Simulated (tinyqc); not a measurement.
# Non-radiative capture by multiphonon emission, one effective mode, step by step

A worked calculation. Computed by tinyqc, a small Python program that keeps every step. Command: `OMP_NUM_THREADS=1 python tinyqc.py 3004323 3004324 out.jsonl capture walk`. One thread of a shared host (Intel(R) Xeon(R) Processor @ 2.30GHz), about 0.01 s of CPU time with the checks. Intermediate numbers are printed to about 6 digits and carried at full precision; extremes and crossings named in words are read from the listed rows.

The initial state (free carrier plus empty centre) lies dE above the final state; both have the same frequency and are displaced by dQ.

Inputs (values chosen for the exercise, with mass, screening and phonons like those of germanium):

| quantity | value | unit |
|---|---|---|
| energy released dE | 0.389 | eV |
| phonon energy hbar omega | 21.9 | meV |
| Huang-Rhys factor S | 11.2 | - |
| electron-phonon coupling W | 0.011 | eV/(u^(1/2) angstrom) |
| cell volume V | 807 | angstrom^3 |
| degeneracy g | 2 | - |
| broadening b | 14 | meV |
| carrier mass m | 0.331 | m_0 |
| temperature T | 120 | K |
| defect density N_t | 1e+15 | cm^-3 |

Centre: neutral.

Constants: hbar^2/u = 4.18015928e-03 eV angstrom^2; k_B = 8.617333262e-05 eV/K; hbar = 6.582119569e-16 eV s; k_B = 1.380649e-23 J/K; m_0 = 9.1093837015e-31 kg.

## Geometry of the two curves

dQ = sqrt(2 S (hbar^2/u)/hbar omega); relaxation energy lambda = S hbar omega; phonons needed P = dE/hbar omega; classical barrier E_b = (dE - lambda)^2/(4 lambda); occupation n = 1/(exp(hbar omega/k_B T) - 1).

dQ = 2.06775 u^(1/2) angstrom

lambda = 0.24528 eV

P = 17.7626

classical barrier E_b = 0.0210529 eV

occupation n = 0.136742

dE exceeds lambda: the inverted case usual for deep centres, in which the curves cross on the far side of the initial minimum.

## Phonon weights near resonance

Huang-Rhys weight for a net emission of p phonons: L_p = exp(-S (2n + 1)) ((n + 1)/n)^(p/2) I_p(2 S sqrt(n (n + 1))), I_p the modified Bessel function. M_p = sum_m w_m <m_i|Q|(m + p)_f>^2 with Q counted from the final minimum and Boltzmann weights w_m for m = 0..24; <m_i|Q|k_f> = sqrt((hbar^2/u)/(2 hbar omega)) [sqrt(k) <m|k-1> + sqrt(k+1) <m|k+1>], with overlaps of oscillators displaced by d = sqrt(2 S) summed on 1500 points from -16 to 16 + d. The delta function is a Gaussian of standard deviation b at dE - p hbar omega.

Weights:

| p | L_p | M_p (u angstrom^2) | Gaussian (1/eV) |
|---|---|---|---|
| 15 | 0.0594514 | 0.347748 | 2.50965e-03 |
| 16 | 0.0443112 | 0.279352 | 6.36890e-01 |
| 17 | 0.0312939 | 0.212060 | 1.39895e+01 |
| 18 | 0.0209935 | 0.152529 | 2.65965e+01 |
| 19 | 0.0134087 | 0.104208 | 4.37657e+00 |
| 20 | 0.0081711 | 0.067778 | 6.23345e-02 |
| 21 | 0.0047602 | 0.042057 | 7.68438e-05 |

## Capture coefficient before scaling

C_0 = V (2 pi/hbar) g W^2 sum_p M_p Gaussian_p. The sum runs over the seven p from round(P) - 3 to round(P) + 3; 1 angstrom^3 = 1e-24 cm^3.

sum_p M_p Gaussian_p = 7.66243 u angstrom^2/eV

C_0 = 1.42846e-08 cm^3/s

## Scaled coefficient, cross-section and lifetime

For a neutral centre the Sommerfeld factor is 1. C = s C_0; v = sqrt(3 k_B T/m); sigma = C/v; tau = 1/(C N_t).

Sommerfeld factor s = 1

capture coefficient C = 1.42846e-08 cm^3/s

thermal velocity v = 1.28391e+07 cm/s

cross-section sigma = 1.11259e-15 cm^2

capture time = 7.00053e-08 s

## Quantum against classical capture

C_0 = V (2 pi/hbar) g W^2 sum_p M_p Gaussian_p. Here the sum runs over all p. Classical (Marcus) form: replace the sum by Q_c^2 exp(-E_b/k_B T)/sqrt(4 pi lambda k_B T), Q_c = dQ (dE + lambda)/(2 lambda). The last column is -k_B d ln C_0/d(1/T) from this row and the one above.

Against temperature:

| T (K) | C_0, quantum (cm^3/s) | C_0, classical (cm^3/s) | Sommerfeld factor | activation energy (eV) |
|---|---|---|---|---|
| 20 | 1.15023e-08 | 9.05604e-13 | 1 | - |
| 38 | 1.15302e-08 | 2.14045e-10 | 1 | 8.80957e-06 |
| 64 | 1.19278e-08 | 2.24709e-09 | 1 | 2.73332e-04 |
| 100 | 1.33102e-08 | 7.10452e-09 | 1 | 1.67986e-03 |
| 150 | 1.57706e-08 | 1.30967e-08 | 1 | 4.38500e-03 |
| 230 | 1.89776e-08 | 1.86371e-08 | 1 | 6.87923e-03 |
| 360 | 2.14586e-08 | 2.18613e-08 | 1 | 6.74345e-03 |
| 560 | 2.19723e-08 | 2.23354e-08 | 1 | 2.05509e-03 |

At 20.0 K the quantum value is 13000 times the classical one: C_0 comes from tunnelling out of the lowest level and hardly depends on T. At 560 K the ratio is 0.98. The largest apparent activation energy is 0.007 eV against the classical barrier of 0.021 eV; a barrier below one phonon energy gives no activated range.

Checks made by the program: Bessel formula against the sum over overlaps (relative difference below 1e-10).
